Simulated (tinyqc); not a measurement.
Band bending at a free surface with a continuum of surface states, surface photovoltage and Kelvin probe: one step of the calculation.

n-type bulk, xi = Ec - EF = Vt ln(Nc/Nd), p0 = ni^2/Nd, ni = sqrt(Nc Nv) exp(-Eg/(2 Vt)), Eg in volts. b is the upward band bending, u = b/Vt. Space charge per area, in units of q: Qc = sign(b) sqrt((2 eps0 eps_r Vt/q) [(Nd + dn)(exp(-u) - 1) + Nd u + (p0 + dn)(exp(u) - 1)]), with dn the excess density under light (flat quasi-Fermi levels; 0 in the dark). The states hold -Ds (E0 - xi - b): negative while the Fermi level lies above the neutrality level. Neutrality: Qc + Qf + (charge of the states) = 0.

Problem. Bulk quantities. xi, ni, p0, the Debye length sqrt(eps0 eps_r Vt/(q Nd)) and the flat-band work function chi + xi.

Inputs (values chosen for the exercise); band and dielectric values close to those of 4H silicon carbide: temperature T = 300 K; band gap Eg = 3.32 eV; relative permittivity eps_r = 9.83; conduction-band density of states at T Nc = 1.71e19 cm^-3; valence-band density of states at T Nv = 2.54e19 cm^-3; electron affinity chi = 3.62 eV; donor density Nd = 1.3e16 cm^-3.

Constants: q = 1.602176634e-19 C, kB = 1.380649e-23 J/K, Vt = kB T/q, eps0 = 8.8541878128e-14 F/cm where lengths are in cm. Results are converted to the units shown.

Find: xi; ni; p0; Debye length; chi + xi.

Solution.

xi = 0.1857 eV
ni = 2.705e-9 cm^-3
p0 = 5.628e-34 cm^-3
Debye length = 32.87 nm
chi + xi = 3.806 eV

Numbers from tinyqc (`OMP_NUM_THREADS=1 python tinyqc.py 2430014 2430015 out.jsonl`; about 0.01 s on one thread of a shared Intel Xeon 2.30GHz).
